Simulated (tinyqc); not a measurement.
Hueckel theory of the pi electrons, for the molecule [CH2]c1ccc(O)c(O)c1 (SMILES; centres numbered as the heavy atoms are written), step by step. One step of it, computed by the program tinyqc.

Problem. Orbitals. Diagonalise; E = alpha + x beta with beta < 0, so the largest x are filled first; degenerate levels share their electrons. P = sum n_i c_ri c_si; each orbital has its largest coefficient positive (the first on a tie).

Hueckel matrix in units of beta (H = alpha + beta A):
```
,1C,2C,3C,4C,5C,6O,7C,8O,9C
1C,0.000000,1.000000,0.000000,0.000000,0.000000,0.000000,0.000000,0.000000,0.000000
2C,1.000000,0.000000,1.000000,0.000000,0.000000,0.000000,0.000000,0.000000,1.000000
3C,0.000000,1.000000,0.000000,1.000000,0.000000,0.000000,0.000000,0.000000,0.000000
4C,0.000000,0.000000,1.000000,0.000000,1.000000,0.000000,0.000000,0.000000,0.000000
5C,0.000000,0.000000,0.000000,1.000000,0.000000,0.800000,1.000000,0.000000,0.000000
6O,0.000000,0.000000,0.000000,0.000000,0.800000,2.000000,0.000000,0.000000,0.000000
7C,0.000000,0.000000,0.000000,0.000000,1.000000,0.000000,0.000000,0.800000,1.000000
8O,0.000000,0.000000,0.000000,0.000000,0.000000,0.000000,0.800000,2.000000,0.000000
9C,0.000000,1.000000,0.000000,0.000000,0.000000,0.000000,1.000000,0.000000,0.000000
```

pi electrons, sum of z_r less the charge = 11

Give: x values; occupations; coefficients; charge and bond-order matrix P.

Solution.

x values: 2.5993  2.2363  1.8812  1.0462  0.8185  -0.0452  -1.0497  -1.3445  -2.1420

occupations: 2.0000  2.0000  2.0000  2.0000  2.0000  1.0000  0.0000  0.0000  0.0000

coefficients:
```
,MO1,MO2,MO3,MO4,MO5,MO6,MO7,MO8,MO9
1C,0.0615,-0.0212,0.3048,-0.3376,-0.1849,0.7442,0.0383,-0.3897,-0.2183
2C,0.1599,-0.0474,0.5733,-0.3532,-0.1513,-0.0337,-0.0402,0.5239,0.4676
3C,0.1403,0.0236,0.4416,0.2375,-0.4102,-0.3792,-0.4785,-0.2014,-0.3832
4C,0.2049,0.1002,0.2573,0.6016,-0.1844,0.0508,0.5425,-0.2532,0.3534
5C,0.3921,0.2005,0.0425,0.3919,0.2593,0.3769,-0.0909,0.5417,-0.3736
6O,0.5235,0.6789,-0.2862,-0.3287,-0.1755,-0.1474,0.0239,-0.1296,0.0722
7C,0.3957,-0.1950,0.0516,0.0714,0.5370,0.0501,-0.4661,-0.3715,0.3893
8O,0.5282,-0.6602,-0.3471,-0.0599,-0.3636,-0.0196,0.1223,0.0889,-0.0752
9C,0.2137,-0.1084,0.3322,-0.2694,0.4712,-0.3635,0.4824,-0.1133,-0.4000
```

charge and bond-order matrix P:
```
,1C,2C,3C,4C,5C,6O,7C,8O,9C
1C,1.0443,0.6405,-0.0054,-0.1224,-0.0144,0.0384,-0.1211,0.0416,-0.0295
2C,0.6405,1.0095,0.5181,-0.0198,-0.2129,0.0653,-0.0105,-0.0136,0.5194
3C,-0.0054,0.5181,1.0235,0.7073,-0.0123,-0.0299,-0.2783,0.0877,-0.0285
4C,-0.1224,-0.0198,0.7073,1.0310,0.6179,-0.1350,0.0399,-0.0335,-0.2796
5C,-0.0144,-0.2129,-0.0123,0.6179,0.9752,0.2542,0.5898,-0.1228,0.0486
6O,0.0384,0.0653,-0.0299,-0.1350,0.2542,1.9331,-0.1228,0.0252,-0.0482
7C,-0.1211,-0.0105,-0.2783,0.0399,0.5898,-0.1228,0.9839,0.2395,0.6951
8O,0.0416,-0.0136,0.0877,-0.0335,-0.1228,0.0252,0.2395,1.9426,-0.1651
9C,-0.0295,0.5194,-0.0285,-0.2796,0.0486,-0.0482,0.6951,-0.1651,1.0568
```
